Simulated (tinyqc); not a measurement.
Sputter depth profiling of a dopant layer: erosion rate, quantification and the mixing-roughness response. Changing the level that defines the junction C_B. Computed by tinyqc, a small Python program. Command: `OMP_NUM_THREADS=1 python tinyqc.py 3019305 3019306 out.jsonl sims sweep`. One thread of a shared host (Intel(R) Xeon(R) Processor @ 2.30GHz), about 0.04 s of CPU time with the checks.

A rastered ion beam erodes silicon (49.94 atoms per nm^3). The measured profile is the true one convolved with a depth response.

Inputs (values chosen for the exercise, modelled on a dopant in silicon under an oxygen or caesium beam):
```
quantity                           value    unit
beam energy E                        1.5     keV
beam current                         140      nA
raster side                          250      um
sputter yield at 1 keV               1.4       -
mixing length at 1 keV               1.8      nm
roughness sigma                      1.3      nm
depth of the layer z0                 25      nm
sheet density Q                  9.2e+12  1/cm^2
relative sensitivity factor RSF  1.4e+21  1/cm^3
matrix count rate                 360000     1/s
background count rate                1.7     1/s
counting time per point                2       s
```

True profile: delta layer.

Constants: e = 1.602176634e-19 C.

Method:
- Scaling chosen for the exercise: yield Y = Y1 E^0.5, mixing length w = w1 E^0.5 (E in keV).
- Erosion rate = Y I/(e x raster^2 x density); depth step = rate x counting time; concentration = RSF x counts/matrix counts; detection limit = RSF x 3 sqrt(background x time)/(matrix rate x time).
- Mixing alone turns a layer at z0 into (1/w) exp(-(z - z0 + w)/w) for z > z0 - w; roughness adds a Gaussian of width sigma. With x = z - z0 + w: g(x) = (1/(2w)) exp(sigma^2/(2 w^2) - x/w) erfc((sigma/w - x/sigma)/sqrt2), and its integral G(x) = (1/2) erfc(-x/(sigma sqrt2)) - w g(x). Measured: Q g(x), 1 nm = 1e-7 cm.
- Find the maximum, the full width at half maximum and the deep point where the profile falls to C_B; far down, the trailing edge decays by w ln(10) per decade.

One run for each value:
```
level that defines the junction C_B (1/cm^3)  apparent junction depth (nm)
1.00e+15                                                            46.633
3.00e+15                                                            44.211
1.00e+16                                                            41.557
3.00e+16                                                            39.135
1.00e+17                                                            36.481
3.00e+17                                                            34.059
1.00e+18                                                            31.404
3.00e+18                                                            28.983
```

Over the rows, apparent junction depth (nm) falls from 46.6 to 29.0 (exponent d ln y / d ln x -0.049 between the first rows and -0.073 between the last). Each decade down in C_B adds w ln(10) = 5.08 nm in the exponential tail. Left out: 1.00e19 (the peak is near the junction level, or the box is flat-topped).

Caution (rows 1.00e15, 3.00e15, 1.00e16): C_B lies below the detection limit, so this point could not be measured.

Extremes, crossings and ranges named in words are read from the listed rows.
